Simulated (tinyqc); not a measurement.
Binding against position: donor or exciton in a quantum well (variational effective-mass method). Computed by tinyqc, a small Python program. Command: `OMP_NUM_THREADS=1 python tinyqc.py 3008827 3008828 out.jsonl welldonor walk`. One thread of a shared host (Intel(R) Xeon(R) Processor @ 2.30GHz), about 0.06 s of CPU time with the checks.

H = -nabla^2 - 2/|r - r_i| + V(z) in effective units; trial function psi = f(z) exp(-|r - r_i|/lambda), f the ground state of the well. Mass and screening are the same in well and barrier; l = L/a* is the width in effective units. Bands are flat: no polarisation or applied field.

Inputs (values chosen for the exercise, modelled on ZnSe): electron mass m = 0.153 m_0; dielectric constant eps = 9.37; well width L = 12 nm.

Centre: donor. Barriers: infinite.

Constants: Ry = 13.605693123 eV; a_0 = 0.529177210903 angstrom.

Method:
- Ry* = Ry m/eps^2, a* = a_0 eps/m; l = L/a*.
- k = pi/l; f = cos(k z) inside and zero outside; subband energy k^2 Ry*.
- Binding E_b(lambda) = -1/lambda^2 + 4 A/(lambda B), with A = int f^2 exp(-2 s/lambda) dz, B = int f^2 exp(-2 s/lambda)(1 + 2 s/lambda) dz and s = |z - z_i|; 40 Gauss-Legendre points on each piece between the walls at z = -l/2 and l/2 and z_i.
- Each row maximises over lambda (golden section, 0.3 to 4).

l = 3.70281

Ry* = 23.7101 meV

Against position:
```
z_i/L  lambda (a*)  binding (Ry*)  binding (meV)
0.0         1.0406         1.4139         33.523
0.1         1.0430         1.3692         32.463
0.2         1.0658         1.2297         29.157
0.3         1.1856         0.9947         23.585
0.4         1.5716         0.7406         17.559
0.5         2.0749         0.5762         13.662
```

What does the comparison show, and why?

From the centre to the wall the binding falls from 33.523 to 13.662 meV, 41 % of the centre value, since the walls keep the electron away from an off-centre ion; uniform doping thus gives a band of levels 19.861 meV wide, with a peak in its density at the centre value, where the slope vanishes.

Extremes, crossings and ranges named in words are read from the listed rows.
